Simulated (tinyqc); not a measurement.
Plane-wave Kohn-Sham cycle with exchange-only LDA in a layered model solid, step by step. One step of it, computed by the program tinyqc.

Task: Iteration 1: levels at that k. Diagonalise the Hermitian matrix.

H (hartree), lower triangle:
```
           -3         -2         -1         +0         +1         +2        +3
-3   1.596761
-2  -0.355000   0.475357
-1   0.010000  -0.355000  -0.147646
+0   0.000000   0.010000  -0.355000  -0.272246
+1   0.000000   0.000000   0.010000  -0.355000   0.101555
+2   0.000000   0.000000   0.000000   0.010000  -0.355000   0.973759
+3   0.000000   0.000000   0.000000   0.000000   0.010000  -0.355000  2.344364
```

Give: eigenvalues.

Result:

eigenvalues (hartree): -0.7092  -0.2012  0.2269  0.5821  1.0317  1.7067  2.4349
